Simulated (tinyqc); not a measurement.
RKS/PBE0 in the sto-3g basis, for H3-, spin multiplicity 1, step by step. The basis has no diffuse functions, so it cannot describe the extra electron: this is an exercise in the method, not the real anion. One step of it, computed by the program tinyqc.

Problem. Iteration 1: building the Kohn-Sham matrix. J_ij = sum D_kl (ij|kl), K_ij = sum D_kl (ik|jl); F = H + J - 0.125 K + V_xc; E = tr D H + tr D J / 2 - 0.0625 tr D K + E_xc + E_nn.

D at the start:
```
,1H 1s,2H 1s,3H 1s
1H 1s,1.074213,0.372304,0.372304
2H 1s,0.372304,1.218566,-0.960499
3H 1s,0.372304,-0.960499,1.218566
```

core Hamiltonian H = T + V (hartree):
```
,1H 1s,2H 1s,3H 1s
1H 1s,-1.401053,-0.725358,-0.725358
2H 1s,-0.725358,-1.172159,-0.151799
3H 1s,-0.725358,-0.151799,-1.172159
```

Two-electron integrals (ij|kl) in chemists' order, unique and non-zero (hartree):
```
i,j,k,l,(ij|kl)
1,1,1,1,0.774606
2,1,1,1,0.261459
2,1,2,1,0.117405
2,2,1,1,0.443705
2,2,2,1,0.261459
2,2,2,2,0.774606
3,1,1,1,0.261459
3,1,2,1,0.082580
3,1,2,2,0.138332
3,1,3,1,0.117405
3,2,1,1,0.047418
3,2,2,1,0.018285
3,2,2,2,0.036356
3,2,3,1,0.018285
3,2,3,2,0.003369
3,3,1,1,0.443705
3,3,2,1,0.138332
3,3,2,2,0.238020
3,3,3,1,0.261459
3,3,3,2,0.036356
3,3,3,3,0.774606
```

nuclear repulsion = 1.19184057 hartree

V_xc (hartree):
```
,1H 1s,2H 1s,3H 1s
1H 1s,-0.378589,-0.147111,-0.147111
2H 1s,-0.147111,-0.364648,-0.025353
3H 1s,-0.147111,-0.025353,-0.364648
```

E_xc = sum of w rho eps_xc = -1.13826486 hartree

Give: Coulomb J; exchange K; Kohn-Sham matrix F; total energy of this density.

Solution.

Coulomb J (hartree):
```
,1H 1s,2H 1s,3H 1s
1H 1s,2.2117,0.8818,0.8818
2H 1s,0.8818,1.9384,0.1603
3H 1s,0.8818,0.1603,1.9384
```

exchange K (hartree):
```
,1H 1s,2H 1s,3H 1s
1H 1s,1.3490,0.7286,0.7286
2H 1s,0.7286,1.2126,0.0621
3H 1s,0.7286,0.0621,1.2126
```

Kohn-Sham matrix F (hartree):
```
,1H 1s,2H 1s,3H 1s
1H 1s,0.2635,-0.0817,-0.0817
2H 1s,-0.0817,0.2501,-0.0246
3H 1s,-0.0817,-0.0246,0.2501
```

total energy of this density = -1.379712 hartree
